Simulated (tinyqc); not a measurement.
Inputs raised by 2 %, one at a time: vibrations of a mass or spring defect in a linear chain. Computed by tinyqc, a small Python program. Command: `OMP_NUM_THREADS=1 python tinyqc.py 3029836 3029837 out.jsonl localmode sens`. One thread of a shared host (Intel(R) Xeon(R) Processor @ 2.30GHz), about 0.04 s of CPU time with the checks.

A ring of N atoms with nearest-neighbour springs k and motion along the chain. Atom 1 is the defect, of mass M', and its two springs are k'. Odd sites are A (the defect replaces an A atom), even sites B.

Inputs (values chosen for the exercise, for a model chain):

| quantity | value | unit |
|---|---|---|
| spring constant k | 11.7 | eV/angstrom^2 |
| mass M_A | 63.2 | u |
| mass M_B | 43.6 | u |
| defect mass M' | 18.5 | u |
| spring ratio k'/k at the defect | 1 | - |
| isotope mass step | 1 | u |

Host: diatomic.

Constants: nu for 1 eV/(angstrom^2 u) = 15.6333042 THz.

Method:
- Host bands: lambda from 0 to 2k/M(heavy) and from 2k/M(light) to 2k (1/M_A + 1/M_B).
- nu = 15.6333042 THz x sqrt(lambda), lambda in eV/(angstrom^2 u).
- D_ii = (sum of the two springs at i)/M_i, D_ij = -k_ij/sqrt(M_i M_j) for neighbours, closed into a ring.
- The same matrix for 120 atoms; amplitudes are the mass-weighted eigenvector, in size, relative to the defect, for the highest mode; its weight is the squared component of the normalised eigenvector on the defect.
- Raise M' by the isotope step in the 120-atom ring. First order, good only for a step much smaller than M': Delta nu/nu = -(1/2) (weight on the defect) Delta M'/M'; a defect vibrating against fixed neighbours would give sqrt(M'/(M' + step)) - 1.

Runs:

| input moved | from | to | highest frequency, long ring (THz) | weight of the highest mode on the defect | ratio to the top of the host band | shift, exact (%) |
|---|---|---|---|---|---|---|
| base run | - | - | 19.76 | 0.7468 | 1.327 | -1.927 |
| spring constant k (eV/angstrom^2) | 11.7 | 11.934 | 19.96 | 0.7468 | 1.327 | -1.927 |
| mass M_A (u) | 63.2 | 64.464 | 19.76 | 0.7473 | 1.333 | -1.928 |
| mass M_B (u) | 43.6 | 44.472 | 19.71 | 0.7518 | 1.332 | -1.940 |
| defect mass M' (u) | 18.5 | 18.87 | 19.62 | 0.7411 | 1.318 | -1.876 |
| spring ratio k'/k at the defect | 1 | 1.02 | 19.95 | 0.7491 | 1.340 | -1.933 |

Exponents ln(y'/y) / ln(x'/x):

| input | highest frequency, long ring | weight of the highest mode on the defect | ratio to the top of the host band | shift, exact |
|---|---|---|---|---|
| spring constant k | 0.500 | 0.000 | 0.000 | 0.000 |
| mass M_A | -0.004 | 0.036 | 0.199 | 0.040 |
| mass M_B | -0.121 | 0.341 | 0.174 | 0.350 |
| defect mass M' | -0.372 | -0.388 | -0.372 | -1.355 |
| spring ratio k'/k at the defect | 0.472 | 0.160 | 0.472 | 0.169 |

To which inputs is each result most sensitive?

Among the inputs moved here: highest frequency, long ring answers most in size to spring constant k (exponent +0.500), next to spring ratio k'/k at the defect (+0.472). Its exponent +0.500 in spring constant k: all frequencies scale as sqrt(k). Weight of the highest mode on the defect answers most in size to defect mass M' (exponent -0.388), next to mass M_B (+0.341); its exponent is below 0.0005 for spring constant k. Ratio to the top of the host band answers most in size to spring ratio k'/k at the defect (exponent +0.472), next to defect mass M' (-0.372); its exponent is below 0.0005 for spring constant k. Its exponent 0.000 in spring constant k: ratios do not depend on k. shift, exact answers most in size to defect mass M' (exponent -1.355), next to mass M_B (+0.350); its exponent is below 0.0005 for spring constant k.

Extremes, crossings and ranges named in words are read from the listed rows.
